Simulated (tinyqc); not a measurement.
Weaire-Thorpe hybrids on a Bethe lattice: gap and dangling bond of an amorphous tetrahedral solid: one step. Edges. Five cases, with inputs chosen for the exercise.

Question. Bounds -V2 + V1 and V2 - 3 V1. On the tree the s-like bands are narrower: E = -V1 -/+ sqrt(V2^2 + 4 V1^2 + V1 V2 e) with e from -2 sqrt3 to 2 sqrt3 (for a crystal, -4 to 4), so the conduction edge is -V1 + sqrt(V2^2 + 4 V1^2 - 2 sqrt3 V1 V2).

Four sp3 hybrids an atom at energy 0, coupled by -V1 on the atom and by -V2 along a bond; the bonds form a tree (no rings). For any network the gap runs at least from -V2 + V1 to V2 - 3 V1, and p-like states pile up at -V2 + V1 and V2 + V1. On the tree the gap is wider: it ends at Ec = -V1 + sqrt(V2^2 + 4 V1^2 - 2 sqrt3 V1 V2), which makes it well wider than the gaps of the real glasses. A branch seen from a hybrid has the self-energy S = V2^2 g, where g is the Green function of the hybrid across the bond, whose three partners carry S themselves. With a = z - V1, b = a - S: g = 1/(a + V1 b/(b + 3 V1)), z = E + i eta. A full atom has G = (1/b)(b + 3 V1)/(b + 4 V1) per hybrid; a dangling hybrid with shift dh has G = 1/(1/g - dh).

Give: edges; gaps.

Case 1.

Values chosen (out of a larger set: of the size of tabulated hybrid energies for amorphous silicon; not measured data): V1 = 1.81 eV (coupling of two hybrids on one atom); V2 = 4.3 eV (coupling of the two hybrids of a bond).

Answer.

edges (eV): Ev -2.4900, Ec(bound) -1.1300, Ec(tree) 0.3425

gaps (eV): (bound, reached in the crystal) 1.3600, (tree) 2.8325

The gap needs no periodicity, only V2 > 2 V1 (here V2/V1 = 2.376); leaving out rings widens it by 1.473 eV. Two parameters give the trend, not the value.

Case 2.

Values chosen (out of a larger set: of the size of tabulated hybrid energies for tetrahedral carbon; not measured data): V1 = 2.08 eV (coupling of two hybrids on one atom); V2 = 10.36 eV (coupling of the two hybrids of a bond).

Answer.

edges (eV): Ev -8.2800, Ec(bound) 4.1200, Ec(tree) 4.9902

gaps (eV): (bound, reached in the crystal) 12.4000, (tree) 13.2702

The gap needs no periodicity, only V2 > 2 V1 (here V2/V1 = 4.981); leaving out rings widens it by 0.870 eV. Two parameters overstate the gap of carbon more than twofold (diamond has 5.5 eV).

Case 3.

Values chosen (out of a larger set: of the size of tabulated hybrid energies for amorphous silicon; not measured data): V1 = 1.81 eV (coupling of two hybrids on one atom); V2 = 4.49 eV (coupling of the two hybrids of a bond).

Answer.

edges (eV): Ev -2.6800, Ec(bound) -0.9400, Ec(tree) 0.4510

gaps (eV): (bound, reached in the crystal) 1.7400, (tree) 3.1310

The gap needs no periodicity, only V2 > 2 V1 (here V2/V1 = 2.481); leaving out rings widens it by 1.391 eV. Two parameters give the trend, not the value.

Case 4.

Values chosen (out of a larger set: of the size of tabulated hybrid energies for amorphous silicon; not measured data): V1 = 1.85 eV (coupling of two hybrids on one atom); V2 = 4.3 eV (coupling of the two hybrids of a bond).

Answer.

edges (eV): Ev -2.4500, Ec(bound) -1.2500, Ec(tree) 0.3001

gaps (eV): (bound, reached in the crystal) 1.2000, (tree) 2.7501

The gap needs no periodicity, only V2 > 2 V1 (here V2/V1 = 2.324); leaving out rings widens it by 1.550 eV. Two parameters give the trend, not the value.

Case 5.

Values chosen (out of a larger set: of the size of tabulated hybrid energies for amorphous germanium; not measured data): V1 = 1.81 eV (coupling of two hybrids on one atom); V2 = 4.19 eV (coupling of the two hybrids of a bond).

Answer.

edges (eV): Ev -2.3800, Ec(bound) -1.2400, Ec(tree) 0.2850

gaps (eV): (bound, reached in the crystal) 1.1400, (tree) 2.6650

The gap needs no periodicity, only V2 > 2 V1 (here V2/V1 = 2.315); leaving out rings widens it by 1.525 eV. Two parameters give the trend, not the value.

Computed by tinyqc, one run a case: `OMP_NUM_THREADS=1 python tinyqc.py N N+1 out.jsonl` with N = 1451022, 1451684, 1451716, 1451899, 1451949; one thread of a shared Intel(R) Xeon(R) Processor @ 2.30GHz, about 0.03 s a run at most.
